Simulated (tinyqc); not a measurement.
Charge stability of a double quantum dot, constant-interaction model with a charge sensor: one step of the calculation.

Capacitance matrix C = [[C1, -Cm], [-Cm, C2]], C1 = G1 + X1 + Cm + L1, C2 = G2 + X2 + Cm + L2. Gate charges n1 = (G1 V1 + X1 V2)/q, n2 = (X2 V1 + G2 V2)/q. The state (N1, N2) has U = (1/2) d^T E d with d = (N1 - n1, N2 - n2) and E = q^2 C^(-1). Leads at 0 V; no tunnel coupling, spin or level spacing. The sensor reads s1 <N1> + s2 <N2>.

Task. Energies and occupation of the charge states. U for N1, N2 = 0, 1, 2; p is proportional to exp(-U/kB T), normalised over these nine states.

Inputs (values chosen for the exercise): sensor weight of dot 1 s1 = 0.88; sensor weight of dot 2 s2 = 0.32; temperature T = 0.25 K.

Constants: q = 1.602176634e-19 C, kB = 1.380649e-23 J/K, Vt = kB T/q. Results are converted to the units shown.

E (meV):
```
           1          2
1  1.1372723  0.2518162
2  0.2518162  0.8807712
```

gate charges: n1 1.5365097, n2 1.1114879

Find: U; p; mean charges; sensor signal.

Result.

U, state (0,0) to (2,2) (meV): [2.317, 1.391, 1.346, 0.858, 0.184, 0.391, 0.536, 0.115, 0.574]
p, state (0,0) to (2,2): [0.0000, 0.0000, 0.0000, 0.0000, 0.0380, 0.0000, 0.0000, 0.9620, 0.0000]
mean charges: <N1> 1.962, <N2> 1.000
sensor signal = 2.047

The ground state is (2,1), 0.0696 meV (3.23 kB T) below (1,1).

Computed by the program tinyqc: `OMP_NUM_THREADS=1 python tinyqc.py 2470033 2470034 out.jsonl`, one thread of a shared Intel Xeon 2.30GHz, about 0.01 s for the whole run.
